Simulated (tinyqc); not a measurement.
Crystal pulling from the melt: segregation, interface stability, heat balance and point-defect regime: one step, computed by the program tinyqc.

A dilute solute; steady pulling with a flat interface unless it is found unstable.

Task: Constitutional supercooling. Liquidus slope per concentration (van 't Hoff): |m| = k_B T_m^2 (1 - k0)/L. Solute gradient at the interface: G_C = (V/D) C_s (1 - k0)/k0. Constitutional supercooling sets in when |m| G_C > G_L. Critical C_s from the equality.

Inputs (values chosen for the exercise, for a model semiconductor):
```
quantity                      value    unit
equilibrium coefficient k0    0.026       -
diffusivity in the melt D   0.00035  cm^2/s
pull rate V                     1.7  mm/min
gradient in the melt G_L         15    K/cm
latent heat per volume L       4100  J/cm^3
melting point T_m              1685       K
```

C_s = 1.826807e+18 1/cm^3

Constants: k_B = 1.380649e-23 J/K.

Give: |m|; |m| G_C; critical C_s; ratio |m| G_C/G_L.

Result:

|m| = 9.312e-21 K cm^3

|m| G_C = 5.159 K/cm

critical C_s = 5.312e+18 1/cm^3

ratio |m| G_C/G_L = 0.3439

The interface is stable by this test, with a margin of 2.9.
